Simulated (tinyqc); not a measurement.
# Surface potential of a MOS transistor: implicit equation and explicit approximations: effects of single changes

p-type body, charge-sheet picture, depletion and inversion only, full ionisation (an idealisation for deep acceptors), Boltzmann statistics (rough once Na exp(x - xn) passes about Nc/7). In units of Vt: xg = (Vg - Vfb)/Vt, x = psi/Vt, G = gamma/sqrt(Vt), xn = (2 phiF + Vc)/Vt. The implicit equation is (xg - x)^2 = G^2 [x - 1 + exp(x - xn)] for x above about 3. Cox = eps0 eox/tox.

Inputs (values chosen for the exercise); band and dielectric values close to those of germanium: temperature T = 300 K; band gap Eg = 0.663 eV; relative permittivity eps_r = 15.7; conduction-band density of states at T Nc = 1.05e19 cm^-3; valence-band density of states at T Nv = 6.05e18 cm^-3; relative permittivity of the gate insulator (close to zirconium oxide) eox = 25.6; insulator thickness tox = 30 nm; acceptor density Na = 2.5e17 cm^-3; flat-band voltage Vfb = -0.73 V; channel-body voltage Vc = 1 V; gate-body voltage Vg = 1.8 V.

Constants: q = 1.602176634e-19 C, kB = 1.380649e-23 J/K, Vt = kB T/q, eps0 = 8.8541878128e-14 F/cm where lengths are in cm. Results are converted to the units shown.

Each table varies one quantity; the others keep the values above.

## Accuracy of the approximations against gate voltage

ni = sqrt(Nc Nv) exp(-Eg/(2 Vt)), Eg in volts; phiF = Vt ln(Na/ni); gamma = sqrt(2 q eps0 eps_r Na)/Cox; VT = Vfb + Vt (xn + G sqrt(xn - 1)). Depletion value a = 1 + [sqrt(G^2/4 + xg - 1) - G/2]^2; inversion value b = xn + ln[(xg - xn)^2/G^2 - xn + 1] and first guess y = min(a, b) - ln(1 + exp(-|a - b|)) if a > xn + 1, else b = y = a; one second-order correction with D = exp(y - xn), p = 2 (xg - y) + G^2 (1 + D), w = (xg - y)^2 - G^2 (y - 1 + D): z = y + 2 w/(p + sqrt(p^2 - 2 (2 - G^2 D) w)), or the Newton step z = y + w/p where the root is not real. N_inv = (Cox Vt G/q) [sqrt(x - 1 + exp(x - xn)) - sqrt(x - 1)] at the root. Lambert form (Cox m Vt/q) W0[(G/(2 m sqrt(xn - 1))) exp((Vg - VT)/(m Vt))], m = 1 + G/(2 sqrt(xn - 1)). Errors under 1e-4 mV, and the linear form below VT, are printed as 0.

Accuracy of the approximations against gate voltage:

| Vg (V) | psi (V) | x - xn | error of y (mV) | error of z (mV) | N_inv (cm^-2) | Cox (Vg - VT)/q (cm^-2) | Lambert form (cm^-2) |
|---|---|---|---|---|---|---|---|
| 0.89 | 1.151 | -12.86 | 0 | 0 | 6.567e4 | 0 | 5.073e4 |
| 1.09 | 1.318 | -6.423 | 6.83e-3 | 0 | 3.845e7 | 0 | 3.512e7 |
| 1.29 | 1.482 | -0.05811 | 3.76 | -1.87e-3 | 2.096e10 | 1.258e10 | 2.103e10 |
| 1.49 | 1.567 | 3.215 | 16.9 | -2.21 | 4.931e11 | 9.557e11 | 5.056e11 |
| 1.69 | 1.595 | 4.306 | 11.9 | -0.610 | 1.280e12 | 1.899e12 | 1.311e12 |
| 1.89 | 1.612 | 4.943 | 9.12 | -0.248 | 2.132e12 | 2.842e12 | 2.181e12 |
| 2.09 | 1.624 | 5.403 | 7.57 | -0.134 | 3.009e12 | 3.785e12 | 3.075e12 |
| 2.29 | 1.633 | 5.766 | 6.56 | -0.0845 | 3.900e12 | 4.728e12 | 3.981e12 |
| 2.49 | 1.641 | 6.068 | 5.83 | -0.0579 | 4.800e12 | 5.672e12 | 4.894e12 |

Read the table: what changes, and by how much?

psi rises from 1.15 to 1.64 V and ends 6.1 Vt above 2 phiF + Vc. Among the rows the first guess is off by at most 17 mV (at Vg = 1.49 V) and the corrected value by at most 2.2 mV. In the last row the linear form is 18 % above N_inv and the Lambert form 2.0 % above it; in the first row the Lambert form is 23 % below it. For Vg = 1.49, 1.69, 1.89, 2.09, 2.29, 2.49 the electron quasi-Fermi level lies less than 2 Vt below the band edge at the surface, or above it, where degeneracy and confinement, left out, matter.

## Effect of the acceptor density at fixed gate voltage

Same model as above.

Vfb is held fixed.

Effect of the acceptor density at fixed gate voltage:

| Na (cm^-3) | psi (V) | x - xn | error of y (mV) | error of z (mV) | N_inv (cm^-2) | Cox (Vg - VT)/q (cm^-2) | Lambert form (cm^-2) |
|---|---|---|---|---|---|---|---|
| 8.3e15 | 1.532 | 8.680 | 10.6 | -0.436 | 4.239e12 | 5.333e12 | 4.458e12 |
| 1.8e16 | 1.551 | 7.856 | 9.99 | -0.351 | 3.926e12 | 4.932e12 | 4.101e12 |
| 4e16 | 1.570 | 6.987 | 9.44 | -0.287 | 3.492e12 | 4.407e12 | 3.623e12 |
| 8.7e16 | 1.587 | 6.101 | 9.16 | -0.256 | 2.911e12 | 3.734e12 | 3.002e12 |
| 1.9e17 | 1.602 | 5.099 | 9.58 | -0.294 | 2.099e12 | 2.818e12 | 2.153e12 |
| 4.2e17 | 1.606 | 3.680 | 12.8 | -0.778 | 9.640e11 | 1.516e12 | 9.840e11 |
| 9.1e17 | 1.504 | -1.809 | 1.09 | 0 | 6.916e9 | 0 | 6.795e9 |
| 2e18 | 1.185 | -15.72 | 0 | 0 | 1.049e4 | 0 | 6095 |

What does the comparison show?

As Na goes from 8.3e15 to 2e18, psi goes from 1.53 through a maximum of 1.61 (at Na = 4.2e17 among the rows listed) to 1.19 V, x - xn falls from 8.68 to -15.7 and N_inv falls from 4.24e12 to 10500 cm^-2. The Lambert form lies between 0.581 and 1.05 times N_inv. For Na = 8.3e15, 1.8e16, 4e16, 8.7e16, 1.9e17, 4.2e17 the electron quasi-Fermi level lies less than 2 Vt below the band edge at the surface, or above it, where degeneracy and confinement, left out, matter.

Computed by the program tinyqc: `OMP_NUM_THREADS=1 python tinyqc.py 2122138 2122139 out.jsonl`, one thread of a shared Intel Xeon 2.30GHz, about 0.01 s for the whole run.
